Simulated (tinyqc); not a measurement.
Worked calculation: binary melting diagram from solution models of liquid and solid. Computed by tinyqc, a small Python program that keeps every step. Command: `OMP_NUM_THREADS=1 python tinyqc.py 3000937 3000938 out.jsonl melt walk`. One thread of a shared host (Intel(R) Xeon(R) Processor @ 2.30GHz), about 0.01 s of CPU time with the checks. Intermediate numbers are printed to about 5 digits and carried at full precision; extremes and crossings named in words are read from the listed rows.

x is the fraction of B. In a phase with interaction L: mu_A = G_A + R T ln(1 - x) + L x^2, mu_B = G_B + R T ln x + L (1 - x)^2. Melting: G(liquid) - G(solid) = H (1 - T/T_m) for each pure component.

Inputs (values chosen for the exercise, for a model alloy): melting point T_A = 1810 K; melting point T_B = 905 K; heat of melting H_A = 19.5 kJ/mol; heat of melting H_B = 8.52 kJ/mol; liquid interaction L_L = -1.6 kJ/mol; solid interaction L_S = 1.2 kJ/mol; position of T, (T - T_A)/(T_B - T_A) = 0.85; dilute content c0 of B = 0.03; growth number V delta/D = 0.72.

Diagram: complete solid solution (lens).

Constants: R = 8.314462618 J/(mol K).

## Temperature and melting free energies

T = T_A + u (T_B - T_A). The ideal solution has k_A = exp(dG_A/(R T)) = (1 - xs)/(1 - xl) and k_B = exp(dG_B/(R T)) = xs/xl, so xl = (1 - k_A)/(k_B - k_A).

T = 1040.75 K

dG_A = 8.2875 kJ/mol

dG_B = -1.278 kJ/mol

ideal liquidus xl = 0.92123

ideal solidus xs = 0.79474

## Tie line by Newton steps

Equal potentials: F_A = dG_A + R T ln[(1 - xl)/(1 - xs)] + L_L xl^2 - L_S xs^2 = 0, F_B = dG_B + R T ln(xl/xs) + L_L (1 - xl)^2 - L_S (1 - xs)^2 = 0. Newton steps from the ideal values with the exact Jacobian, halved if x would leave (0, 1); stop below 1e-12, residuals under 1e-7 shown as 0.

Iteration:
```
step       xl       xs  F_A (kJ/mol)  F_B (kJ/mol)
1     0.92123  0.79474   -2.1158e+00   -6.0483e-02
2     0.89009  0.76003   -4.2997e-01    4.4622e-04
3     0.88146  0.75203   -2.0834e-02   -1.2240e-04
4     0.88099  0.75158   -5.4713e-05   -2.7779e-07
5     0.88099  0.75158             0             0
6     0.88099  0.75158             0             0
```

liquidus xl = 0.88099

solidus xs = 0.75158

The interactions move the liquidus by -0.0402 and the solidus by -0.0432; the lens is 1.02 times as wide as the ideal one here.

## Dilute B in A: partition coefficient and slope

At T_A, k0 = exp[(dG_B(T_A) + L_L - L_S)/(R T_A)]; van 't Hoff: m_L = -R T_A^2 (1 - k0)/H_A per unit fraction. Burton-Prim-Slichter: k_eff = k0/[k0 + (1 - k0) exp(-V delta/D)]. Freezing range of c0: |m_L| c0 |1 - k0|/k0.

partition coefficient k0 = 0.47133

liquidus slope m_L = -738.49 K

effective coefficient k_eff = 0.64684

freezing range = 24.850 K

k0 < 1: the solid rejects B and B lowers the melting point. Faster growth moves k_eff towards 1.

## Solute along a frozen bar

For the solid at frozen fraction f, relative to c0. Lever rule: k0/[1 - (1 - k0) f]. Scheil (no diffusion in the solid, mixed liquid): k (1 - f)^(k - 1), with k0 and with k_eff. One zone pass with a zone a tenth of the bar long: 1 - (1 - k0) exp(-10 k0 f).

Ratio c_s/c0:
```
f    lever rule  Scheil, k0  Scheil, k_eff  one zone pass
0.0     0.47133      0.4713         0.6468        0.47133
0.1     0.49764      0.4983         0.6714        0.67002
0.3     0.56017      0.5691         0.7337        0.87144
0.5     0.64068      0.6799         0.8262        0.94991
0.7     0.74822      0.8907         0.9896        0.98049
0.8     0.81677      1.1037         1.1419        0.98782
0.9     0.89915      1.5922         1.4587        0.99240
```

All but the k_eff column start at k0 = 0.471. At f = 0.9 Scheil gives 1.59 against 0.899 for the lever rule, since the solid keeps what it took and the last liquid is richer in B. Scheil passes c0 at f = 0.759. Last over first value: 3.38 with k0 and 2.26 with k_eff, so faster growth gives the more even bar. Caution: B is no longer dilute in part of the solid or liquid, so a constant k is rough there.

## The lens

The formulas are those given above.

Liquidus and solidus:
```
T (K)       xl       xs  ideal xl  ideal xs
1765   0.06032  0.02921   0.07340   0.04227
1629   0.23561  0.12421   0.28140   0.17013
1493   0.40107  0.23157   0.46815   0.29972
1358   0.55599  0.35455   0.63156   0.43289
1222   0.70245  0.50148   0.77274   0.57606
1086   0.83836  0.68174   0.88863   0.73581
950    0.96210  0.91049   0.97713   0.92611
```

The lens is widest among these rows at 1358 K (0.201 in x, ideal 0.199). L_L - L_S = -2.8 kJ/mol, relative to the mixed solid, favours the mixed liquid, and the liquidus lies below the ideal one in every row.

Checks made by the program: tie line against the common tangent on 20001 points (relative difference 2e-05); k0 and m_L against a tie line 0.01 K from T_A (relative difference 6e-06).
